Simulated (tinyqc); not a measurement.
## Bulk transistor, scale length and short-channel effects: effect of the insulator thickness

A gate, an insulator of thickness ti and a depleted layer of depth ts on a conducting body. Below threshold the potential that source and drain add obeys Laplace's equation and vanishes on the gate and at the bottom of the depleted layer. Its lowest mode decays along the channel as exp(-k y); k is the smallest positive root of the matching condition at the interface, and the scale length is Lambda = pi/k.

k is the smallest positive root of f(k) = eps_r sin(k ti) cos(k ts) + ei cos(k ti) sin(k ts). Along the channel psi(y) = s + a exp(y/l) + b exp(-y/l) with psi(0) = Vbi, psi(L) = Vbi + Vds and l = 1/k = Lambda/pi; with A = Vbi - s, B = A + Vds, x = exp(-L/l): a = (B - A x) x/(1 - x^2), b = (A - B x)/(1 - x^2). The minimum is s + 2 sqrt(a b), at y = (l/2) ln(b/a). The long-channel potential follows the gate as s = sT + (Vg - VTL)/m, and the threshold VT is the gate voltage at which the minimum equals sT. Swing = m Vt ln 10/g at threshold, g = d(minimum)/ds = 1 - (b x + a)/((1 + x) sqrt(a b)). DIBL = [VT(0.05 V) - VT(Vds)]/(Vds - 0.05 V). sT and Vbi are held fixed; m = 1 + eps_r ti/(ei ts) in each row.

Values chosen for this exercise; permittivities: semiconductor close to that of gallium nitride, insulator close to that of zirconium oxide: temperature T = 350 K; relative permittivity of the semiconductor eps_r = 9.68; relative permittivity of the insulator ei = 24.1; depletion depth ts = 13 nm; channel length L = 24 nm; potential of the source Vbi = 1.05 V; potential of the barrier top at threshold sT = 0.59 V; drain voltage Vds = 0.5 V.

Constants: q = 1.602176634e-19 C, kB = 1.380649e-23 J/K, Vt = kB T/q. Results are converted to the units shown.

Result of one run:
```
Lambda (nm),L/Lambda,VT - VTL at Vds (mV),DIBL (mV/V),swing (mV/decade)
14.371,1.6700,-123.58,76.138,89.454
```

Which insulator thickness ti gave this result: 0.63, 1.1, 1.4, 2.3 or 3 nm?

ti = 3 nm.

The whole series:
```
ti (nm),Lambda (nm),L/Lambda,VT - VTL at Vds (mV),DIBL (mV/V),swing (mV/decade)
0.63,13.255,1.8107,-89.501,54.929,80.656
0.82,13.333,1.8001,-91.731,56.313,81.307
1.1,13.450,1.7844,-95.128,58.422,82.279
1.4,13.579,1.7674,-98.937,60.789,83.338
1.8,13.759,1.7443,-104.34,64.148,84.786
2.3,13.999,1.7145,-111.73,68.747,86.663
3,14.371,1.6700,-123.58,76.138,89.454
```

As ti goes from 0.63 to 3 nm, Lambda rises from 13.3 to 14.4 nm, DIBL rises from 54.9 to 76.1 mV/V and the swing rises from 80.7 to 89.5 mV a decade. On average Lambda goes as ti^(0.05).

Computed by the program tinyqc: `OMP_NUM_THREADS=1 python tinyqc.py 2420168 2420169 out.jsonl`, one thread of a shared Intel Xeon 2.30GHz, about 0.01 s for the whole run.
